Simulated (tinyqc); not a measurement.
From results back to parameters: Franz-Keldysh effect at a direct gap.

Problem. In modulation spectra the extrema of the oscillations lie at E_n = Eg + th (3 pi (n - 1/2)/4)^(2/3) (the phase constant is taken as pi/2 here), with th = (c (e Fd)^2/mr)^(1/3), mr = me mhh/(me + mhh), c = hbar^2/2m0; 1 kV/cm = 1e-5 V/angstrom. Extrema n = 2 and n = 4 are given; Eg and the field are hidden.

Constants: hbar^2/2m0 = 3.80998211 eV angstrom^2.

Inputs chosen for the exercise (out of a larger set: near those of InP; not measured data): me = 0.0773 m0 (electron mass); mhh = 0.601 m0 (heavy-hole mass).

E_2 = 1.46715 eV
E_4 = 1.59102 eV

Find: th; Eg; Fd.

Solution. E_n is linear in (3 pi (n - 1/2)/4)^(2/3): the slope is th and the intercept Eg; then e Fd = sqrt(th^3 mr/c).

th = 70.32 meV
Eg = 1.304 eV
Fd = 2.5e+02 kV/cm

Run: tinyqc, `OMP_NUM_THREADS=1 python tinyqc.py 1651557 1651558 out.jsonl`; Intel(R) Xeon(R) Processor @ 2.30GHz, one thread, shared host; about 0.01 s of CPU time with all checks.
